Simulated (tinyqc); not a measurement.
Transmission against field: band-to-band tunnelling across a p-n junction in a two-band chain.

Sites alternate A at -Eg/2 and C at +Eg/2 with hopping -t; near the edges, with k counted from the zone boundary pi/a, E^2 = (Eg/2)^2 + (t a k)^2, so t = sqrt(c Eg/m)/a gives the mass m, c = hbar^2/2m0. In the gap cosh(q a) = 1 + (Eg^2/4 - e^2)/(2 t^2), e the energy from the local mid-gap. The potential is V0 = Eg + ov on the p side (left), 0 on the n side, and falls linearly over the 2N sites of the junction, V_j = V0 (1 - j/(2N + 1)), j = 1 to 2N, site 1 being A. E = Eg/2 + x ov. A half chain that ends on a site of level e1 with neighbour e2 has g = (1 + z)/(E - e1), z = exp(-/+ i k a) the root with Im g < 0, cos(k a) = (E - e1)(E - e2)/(2 t^2) - 1. S_L = t^2 g (ending on C, shifted by V0), S_R = t^2 g (starting on A). T = 4 Im(S_L) Im(S_R) |G_(1,2N)|^2.

Constants: hbar^2/2m0 = 3.80998211 eV angstrom^2.

Parameters, chosen for this exercise (gap and mass near those of InSb; not measured data): Eg = 0.184 eV (gap); m = 0.0138 m0 (mass of electron and light hole); a = 4 angstrom (period (two sites)); ov = 0.2 eV (overlap: top of the valence band on the p side above the conduction edge on the n side); x = 0.37 (energy above the n-side conduction edge, as a share of ov).

N is varied at fixed V0 and E. WKB: exp(-2 I/F) with I = pi Eg^2/(8 t a), F = V0/((2N + 1) a/2); this is the Landau-Zener result for a uniform field.

Against N:

| N | F (MV/cm) | exponent | T, chain | T, WKB | ratio |
|---|---|---|---|---|---|
| 5 | 1.745 | 0.214 | 0.737 | 0.808 | 0.913 |
| 8 | 1.129 | 0.330 | 0.710 | 0.719 | 0.988 |
| 12 | 0.768 | 0.486 | 0.661 | 0.615 | 1.074 |
| 18 | 0.519 | 0.719 | 0.568 | 0.487 | 1.165 |
| 26 | 0.362 | 1.030 | 0.436 | 0.357 | 1.221 |
| 38 | 0.249 | 1.496 | 0.271 | 0.224 | 1.209 |
| 55 | 0.173 | 2.157 | 0.130 | 0.116 | 1.123 |
| 80 | 0.119 | 3.128 | 0.0449 | 0.0438 | 1.026 |

T falls from 0.737 at 1.75 to 0.0449 at 0.12 MV/cm. ln T against 1/F has slope -0.411 MV/cm between the rows N = 38 and 80, against -2I = -0.373. The ratio to WKB stays between 0.91 (N = 5) and 1.22 (N = 26): the exponent decides, and the ratio holds the reflections where the field begins and ends and the lattice correction to q, which scales the exponent and so grows with N.

Computed by tinyqc, a small Python program: `OMP_NUM_THREADS=1 python tinyqc.py 1451710 1451711 out.jsonl` (the numbers bound the seed that draws the inputs); one thread of a shared host (Intel(R) Xeon(R) Processor @ 2.30GHz), about 0.01 s for the whole set of steps.
